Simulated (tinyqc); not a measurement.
What each integral does: Slater-Koster d bands of a bcc metal.

Values chosen for the exercise (of the size met in Nb; not measured data):

| symbol | value | unit | meaning |
|---|---|---|---|
| dds | -1.251 | eV | dd sigma |
| ddp | 0.525 | eV | dd pi |
| ddd | -0.175 | eV | dd delta |
| f2 | 0.57 |  | factor on all three integrals for second neighbours |

Levels at Gamma, E(t2g) = (8/3) dds + (16/9) ddp + (32/9) ddd + f2 (4 ddp + 2 ddd), E(eg) = (16/3) ddp + (8/3) ddd + f2 (3 dds + 3 ddd), and W = sqrt(12 mu2), the width of a rectangular band with the same second moment mu2 = z (dds^2 + 2 ddp^2 + 2 ddd^2)/5, z = 8 + 6 f2^2.

One parameter was then changed.

Results before and after:

| case | t2g (eV) | eg (eV) | W (eV) |
|---|---|---|---|
| base | -2.0274 | -0.1051 | 7.2108 |
| changed | -1.7076 | 0.3151 | 7.4996 |

Which of these changes was made? (a) f2 = 0.6555; (b) ddp = 0.6038 eV; (c) ddd = -0.1487 eV; (d) dds = -1.0633 eV.

Answer: (b) ddp = 0.6038 eV. Of the candidates, run in turn, only this one gives the changed row.

All candidates:

| case | t2g (eV) | eg (eV) | W (eV) |
|---|---|---|---|
| base | -2.0274 | -0.1051 | 7.2108 |
| dds = -1.0633 eV | -1.5269 | 0.2158 | 6.4516 |
| ddp = 0.6038 eV | -1.7076 | 0.3151 | 7.4996 |
| ddd = -0.1487 eV | -1.9039 | 0.0100 | 7.1825 |
| f2 = 0.6555 | -1.8778 | -0.4709 | 7.4351 |

The ratio of the shifts of t2g and eg names the integral: it is the ratio of the coefficients in the two formulas.

Computed by tinyqc, a small Python program: `OMP_NUM_THREADS=1 python tinyqc.py 1452188 1452189 out.jsonl` (the numbers bound the seed that draws the inputs); one thread of a shared host (Intel(R) Xeon(R) Processor @ 2.30GHz), about 0.02 s for the whole set of steps.
